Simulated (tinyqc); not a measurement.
Comparisons within one model: two-band k.p model of the Delta valleys near the X point under shear strain. A value that a table varies takes the place of the one given here.

Valley pair on the [001] axis, kz counted from the X point, c = hbar^2/2m0, k0 = kx0 2 pi/a. H = (c kz^2/ml + c (kx^2 + ky^2)/mt + c k0^2/ml) 1 + (2 c k0 kz/ml) sigma_z + (D exy - 2 c kx ky/Mp) sigma_x, so E = c kz^2/ml + c (kx^2 + ky^2)/mt + c k0^2/ml -/+ sqrt((2 c k0 kz/ml)^2 + (D exy - 2 c kx ky/Mp)^2). Without strain the lower band has its minima, E = 0, at kz = +/- k0. Shifts from diagonal strain are left out.

For |eta| < 1: k_min = k0 sqrt(1 - eta^2), E_min = -Delta eta^2/2, ml(eta) = ml/(1 - eta^2), 1/m[110] = 1/mt + eta/Mp, 1/m[1-10] = 1/mt - eta/Mp. For |eta| > 1 the minimum sits at X: E_min = -Delta (2 |eta| - 1)/2, ml(eta) = ml/(1 - 1/|eta|), and eta is replaced by its sign in the transverse masses. Here Delta = 2 c k0^2/ml and eta = D exy/Delta.

s11 = (C11 + C12)/((C11 - C12)(C11 + 2 C12)), s12 = -C12/((C11 - C12)(C11 + 2 C12)), s44 = 1/C44; exx = s11 sxx + s12 (syy + szz) and cyclic, exy = s44 sxy/2; tension is positive. A uniaxial stress X along the unit vector n is s_ij = X n_i n_j.

Constants: hbar^2/2m0 = 3.80998211 eV angstrom^2; kB = 8.617333262e-05 eV/K.

Inputs chosen for the exercise (near those of Si; not measured data): a = 5.435 angstrom (lattice constant); ml = 0.913 m0 (longitudinal mass); mt = 0.195 m0 (transverse mass); kx0 = 0.154 2 pi/a (distance of the minimum from X); D = 15.3 eV (shear deformation potential); Mp = 0.227 m0 (coupling mass); C11 = 162.8 GPa; C12 = 65.1 GPa; C44 = 79.9 GPa; Xu = 9.53 eV (uniaxial potential); T = 300 K (temperature); exy = 0.0021 (shear strain).

## Sweep of the shear strain

Delta = 2 c k0^2/ml, eta = D exy/Delta.

The minimum:

| exy | eta | k_min/k0 | E_min (meV) | ml(eta) | m[110] | m[1-10] | density-of-states mass |
|---|---|---|---|---|---|---|---|
| 0.0000 | 0.000 | 1.000 | 0.0 | 0.913 | 0.1950 | 0.1950 | 0.326 |
| 0.0017 | 0.098 | 0.995 | -1.3 | 0.922 | 0.1798 | 0.2130 | 0.328 |
| 0.0043 | 0.249 | 0.969 | -8.2 | 0.973 | 0.1607 | 0.2480 | 0.338 |
| 0.0086 | 0.497 | 0.868 | -32.7 | 1.213 | 0.1366 | 0.3405 | 0.384 |
| 0.0130 | 0.752 | 0.659 | -74.8 | 2.100 | 0.1185 | 0.5507 | 0.516 |
| 0.0156 | 0.902 | 0.431 | -107.7 | 4.911 | 0.1099 | 0.8669 | 0.776 |
| 0.0207 | 1.197 | 0.000 | -184.4 | 5.542 | 0.1049 | 1.3833 | 0.930 |
| 0.0277 | 1.602 | 0.000 | -291.5 | 2.429 | 0.1049 | 1.3833 | 0.706 |

What can be read from the table?

The valleys reach X at eta = 1, that is exy = 0.0173. The shift is quadratic up to eta = 1 (-8.2 meV at eta = 0.25, -32.7 meV at 0.50) and linear beyond, while 1/m[110] rises linearly, taking m[110] from 0.195 to its floor 0.1049, a gain of 86 % in 1/m. ml(eta) diverges at eta = 1; the largest value listed is 5.54. A deformation-potential model with fixed masses misses all of this.

## Tension along [110]: repopulation and mass change

The z valleys move against the x and y valleys by Xu (ezz - exx) and, through the shear, by E_min. Share of the z valleys n = w/(w + 2 exp(dE/kT)), dE the total relative shift, w = sqrt(ml(eta) m[110] m[1-10]/(ml mt^2)). Along [110]: 1/m_c = n/m[110] + (1 - n)(1/ml + 1/mt)/2. Fixed masses means E_min = 0, w = 1, m[110] = mt. Gains are against 3/(1/ml + 2/mt) at a fixed scattering time.

Results:

| X (GPa) | Xu (ezz - exx) (meV) | E_min (meV) | m[110] | m_c fixed masses | m_c with shear | gain fixed (%) | gain with shear (%) |
|---|---|---|---|---|---|---|---|
| 0.00 | 0.0 | 0.0 | 0.1950 | 0.2643 | 0.2643 | 0.0 | 0.0 |
| 0.25 | -12.2 | -0.3 | 0.1877 | 0.2495 | 0.2437 | 5.9 | 8.5 |
| 0.50 | -24.4 | -1.1 | 0.1809 | 0.2355 | 0.2223 | 12.2 | 18.9 |
| 1.00 | -48.8 | -4.3 | 0.1688 | 0.2146 | 0.1864 | 23.1 | 41.8 |
| 1.50 | -73.2 | -9.7 | 0.1581 | 0.2034 | 0.1640 | 29.9 | 61.1 |
| 2.00 | -97.5 | -17.3 | 0.1488 | 0.1984 | 0.1504 | 33.2 | 75.7 |
| 3.00 | -146.3 | -39.0 | 0.1330 | 0.1955 | 0.1331 | 35.2 | 98.6 |

What does this show, and why?

At 1 GPa repopulation alone gives 23.1 % and the shear terms raise it to 41.8 %. From 2 to 3 GPa the fixed-mass gain grows by 2.0 points, towards its ceiling of 35.5 % when all electrons sit in the z valleys, whereas the gain with shear grows by 22.9 points because m[110] keeps falling.

## What each parameter does

Delta = 2 c k0^2/ml, eta = D exy/Delta. Each row changes one parameter from the base and keeps the others.

Results:

| case | eta | E_min (meV) | ml(eta) (m0) | m[110] (m0) | m[1-10] (m0) |
|---|---|---|---|---|---|
| base | 0.1215 | -1.95 | 0.9267 | 0.1766 | 0.2177 |
| ml = 0.97691 m0 | 0.1300 | -2.09 | 0.9937 | 0.1754 | 0.2195 |
| mt = 0.18135 m0 | 0.1215 | -1.95 | 0.9267 | 0.1653 | 0.2008 |
| kx0 = 0.16478 2 pi/a | 0.1061 | -1.70 | 0.9234 | 0.1787 | 0.2146 |
| D = 16.371 eV | 0.1300 | -2.23 | 0.9287 | 0.1754 | 0.2195 |
| Mp = 0.21111 m0 | 0.1215 | -1.95 | 0.9267 | 0.1753 | 0.2196 |
| exy = 0.00225 | 0.1301 | -2.24 | 0.9287 | 0.1754 | 0.2195 |

What does this show?

The largest shifts from the base row, up to three for each result and ties (the steps differ in size, so this ranks the rows, not the parameters). eta: kx0 -0.0154, exy +0.0087, ml +0.0085, D +0.0085; unchanged at the printed digits by mt and Mp. E_min (meV): exy -0.29, D -0.28, kx0 +0.25; unchanged at the printed digits by mt and Mp. ml(eta) (m0): ml +0.0670, kx0 -0.0033, exy +0.0021; unchanged at the printed digits by mt and Mp. m[110] (m0): mt -0.0113, kx0 +0.0021, Mp -0.0012, exy -0.0012, ml -0.0012, D -0.0012. m[1-10] (m0): mt -0.0169, kx0 -0.0032, Mp +0.0019.

Run: tinyqc, `OMP_NUM_THREADS=1 python tinyqc.py 1050039 1050040 out.jsonl`; Intel(R) Xeon(R) Processor @ 2.30GHz, one thread, shared host; about 0.01 s of CPU time with all checks.
